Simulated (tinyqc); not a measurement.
Inside a calculation. Model: FinFET, parasitic resistance, capacitance and delay.

Program tinyqc, `OMP_NUM_THREADS=1 python tinyqc.py 2170144 2170145 out.jsonl`; Intel Xeon 2.30GHz, shared host, one thread, about 0.04 s. Printed values are rounded.

Nf fins under one contact; each has gated perimeter p = 2 Hf + Wf and cross-section A = Hf Wf; contact width Wc = Nf pf, stack height Hs = Hf. Contact length Lc = CPP - Lg - 2 Lsp, shared by two neighbouring gates. Source and drain sides are equal. The formulas are first-order estimates, not field solutions.

Parameters, values chosen for the exercise; values close to those of silicon logic devices: temperature T = 300 K; number of fins Nf = 1; fin height Hf = 42 nm; fin width Wf = 7 nm; fin pitch pf = 34 nm; contacted gate pitch CPP = 42 nm; gate length Lg = 12 nm; spacer length Lsp = 5 nm; relative permittivity of the spacer ks = 4; gate height above the channel stack Hc = 25 nm; contact resistivity rc = 1.1e-9 ohm cm^2; resistivity of the source-drain epitaxy re = 0.00047 ohm cm; current-carrying depth of the epitaxy te = 20 nm; resistivity of the extension rx = 0.00051 ohm cm; gate overlap Lov = 1.5 nm; inversion capacitance Cinv = 2.5 uF/cm^2; injection velocity vx = 8.3e6 cm/s; apparent mobility mu = 160 cm^2/(V s); threshold at zero drain voltage VT = 0.3 V; barrier lowering dl = 0.043 V/V; subthreshold factor n = 1.15; wire load Cw = 0.25 fF; supply voltage Vdd = 0.7 V.

Constants: q = 1.602176634e-19 C, kB = 1.380649e-23 J/K, eps0 = 8.8541878128e-12 F/m, Vt = kB T/q. Results are converted to the units shown.

## Geometry and resistances

Epitaxy sheet resistance Rsh = re/te, transfer length LT = sqrt(rc/Rsh), contact Rc = [sqrt(rc Rsh)/Wc] coth(Lc/(2 LT)); extension of one fin Rx = rx Lsp/A. Effective width N p; for equal currents one side has Rc + Rx/N.

Lc = 20 nm
effective width = 91 nm
Rsh = 235 ohm
LT = 21.6353 nm
Rc = 346.247 ohm
Rx = 86.7347 ohm
one side times effective width = 39.4013 ohm um

Lc/2 is 0.46 transfer lengths, and Rc is 7.0 % above the area limit rc/(Wc Lc/2). The contact makes up 80.0 % of one side.

## Capacitances

With N fins: gate Cg = Cinv p N Lg; per side, plate Cp = ks eps0 [Wc (Hs + Hc) - N A]/Lsp, top fringe Cf = (2/pi) ks eps0 Wc ln(1 + Lg/(2 Lsp)), overlap Co = Cinv p N Lov. Cs = Cp + Cf + Co. An inverter of two such devices driving an equal one has the load CL = 2 (Cg + 2 Cs) + 4 Cs + Cw (its own drains counted twice for the Miller effect).

Cg = 27.3 aF
Cp = 14.0534 aF
Cf = 0.604430 aF
Co = 3.41250 aF
CL = 449.162 aF

The channel capacitance gives 12.2 % of CL, the parasitic parts 32.2 % and the wire 55.7 %.

## Iteration 1: fin currents at Vgs = Vdd, Vds = Vdd/2

I at the start (uA): fin 1 0

One fin: I = p Q vx u/(1 + |u|^1.8)^(1/1.8), Q = Cinv n Vt ln(1 + exp((Vg' - VT + dl Vd')/(n Vt))), u = Vd' mu/(vx Lg), Vg' = Vgs - v, Vd' = Vds - 2 v, with the drop on each side v = Rc (sum of I) + Rx I. I(new) = I(out).

drop v (mV): fin 1 0
I(out) (uA): fin 1 76.4915
I after iteration 1 (uA): fin 1 76.4915

## Iteration 2: fin currents at Vgs = Vdd, Vds = Vdd/2

As before.

drop v (mV): fin 1 33.1194
I(out) (uA): fin 1 69.1126
I after iteration 2 (uA): fin 1 69.1126

## Course of the iteration: fin currents at Vgs = Vdd, Vds = Vdd/2

Stop when the largest change of I is below 1e-6 uA, or after 80 iterations.

Course of the iteration:
```
iteration  total I (uA)  largest |change| of one entry (uA)
1               76.4915                                76.5
2               69.1126                                7.38
3               69.8385                               0.726
4               69.7673                              0.0712
5               69.7743                             6.99e-3
6               69.7736                             6.87e-4
7               69.7737                             6.74e-5
8               69.7737                             6.62e-6
9               69.7737                             6.50e-7
```

Converged in 9 iterations. At the end each change is about 0.098 times the one before: linear convergence.

## Effective current, delay and energy

IH = I(Vdd, Vdd/2) = 69.7737 uA
IL = I(Vdd/2, Vdd), solved likewise = 14.2145 uA

Ieff = (IH + IL)/2, delay CL Vdd/(2 Ieff), energy CL Vdd^2, with CL the load of an inverter that drives an equal one.

Ieff = 41.9941 uA
delay = 3.74355 ps
energy = 220.090 aJ

Without any series resistance Ieff would be 45.9 uA, so the resistances cost 8.58 %.
